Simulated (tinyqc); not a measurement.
# Quantum point contact as a saddle point with Zeeman splitting: several studies

Potential V0 - m wx^2 x^2/2 + m wy^2 y^2/2; energies are counted from V0. Mode n = 0, 1, ... transmits T_n(E) = 1/(1 + exp(-2 pi (E - E_n)/wx)), E_n = wy (n + 1/2) +/- Ez/2 for the two spins, Ez = gs muB B, muB = q hbar/(2 m0); each spin carries q^2/h.

Parameters, values chosen for the exercise:
```
symbol,value,unit,meaning
T,0.1,K,temperature
wy,6,meV,transverse quantum hbar wy
wx,4.7,meV,curvature of the barrier hbar wx
mu,5.46,meV,Fermi level above the saddle point
gs,5.6,,size of the g factor
B,4,T,in-plane magnetic field
```

Constants: q = 1.602176634e-19 C, kB = 1.380649e-23 J/K, hbar = 1.054571817e-34 J s, m0 = 9.1093837015e-31 kg, Vt = kB T/q. Results are converted to the units shown.

Each table varies one quantity; the others keep the values above.

## Conductance steps

g(T) = int g(E) (-df/dE) dE = int g(mu + x kB T) dx/(4 cosh^2(x/2)), g(E) the zero-temperature value at E, g = G/(2 q^2/h).

Conductance steps:
```
mu (meV)  g at T = 0     g(T)  dg/dmu (1/meV)
0            0.02446  0.02446         0.03152
1.07         0.09183  0.09184          0.1065
2.14          0.2738   0.2738          0.2333
3.21          0.5589   0.5589          0.2766
4.29          0.8188   0.8188          0.1865
5.36          0.9558   0.9558         0.08143
6.43           1.028    1.028         0.07132
7.5            1.145    1.145          0.1613
8.57           1.381    1.381          0.2684
9.64           1.674    1.674          0.2548
10.71          1.887    1.887          0.1371
11.79          1.987    1.987         0.06501
12.86          2.064    2.064         0.09636
13.93          2.225    2.225          0.2127
15             2.500    2.500          0.2798
```

What does the table show?

g rises from 0.0245 to 2.50. The slope is smallest, 0.0650 per meV, at mu = 11.79 meV (g = 1.99) and largest, 0.280, at 15 meV among the rows after the first. A riser is wx/(2 pi) = 0.748 meV wide by tunnelling and kB T = 0.00862 meV by heat, against the spacing wy = 6 meV and Ez = 1.30 meV.

## Spin splitting of the first step

Same model as above.

Spin splitting of the first step:
```
B (T)  Ez (meV)  g at mu = wy/2  dg/dmu there (1/meV)
0             0          0.5003                0.3346
2.3      0.7455          0.5004                0.3148
4.6       1.491          0.5005                0.2639
6.9       2.237          0.5008                0.2010
9.1       2.950          0.5012                0.1450
11.4      3.695          0.5019               0.09873
13.7      4.441          0.5032               0.06639
16        5.186          0.5052               0.04615
```

What does the table show?

At the middle of the first riser g stays near 1/2, while the slope falls from 0.335 to 0.0462 1/meV. It is below a fifth of its zero-field value from B = 13.7 T on, where Ez = 4.44 meV exceeds the width of the riser, about 1/slope = 2.99 meV at zero field: a plateau at q^2/h has formed.

## Differential conductance at finite bias

Same model as above.

With the bias V split evenly and the saddle held fixed, dI/dV = [g(mu + V/2) + g(mu - V/2)]/2, each thermally averaged.

Differential conductance at finite bias:
```
V (mV)  g(mu + V/2)  g(mu - V/2)   dI/dV
0            0.9636       0.9636  0.9636
1.2           1.004       0.9060  0.9549
2.4           1.046       0.8132  0.9295
3.6           1.109       0.6790  0.8942
4.8           1.211       0.5172  0.8639
6             1.352       0.3531  0.8526
7.2           1.517       0.2127  0.8648
8.4           1.679       0.1141  0.8964
9.6           1.813      0.05625  0.9347
10.8          1.906      0.02642  0.9662
12            1.964      0.01211  0.9879
13.2          2.004     0.005484   1.005
```

dI/dV goes from 0.964 through a minimum of 0.853 (at V = 6 mV among the rows listed) to 1.00 in units of 2 q^2/h. Right-movers gain modes (0.964 to 2.00) while left-movers lose them (0.964 to 0.00548).

Range of the model: Orbital effects of the in-plane field and interactions (such as the 0.7 feature) are left out.

Computed by the program tinyqc: `OMP_NUM_THREADS=1 python tinyqc.py 2740026 2740027 out.jsonl`, one thread of a shared Intel Xeon 2.30GHz, about 0.04 s for the whole run.
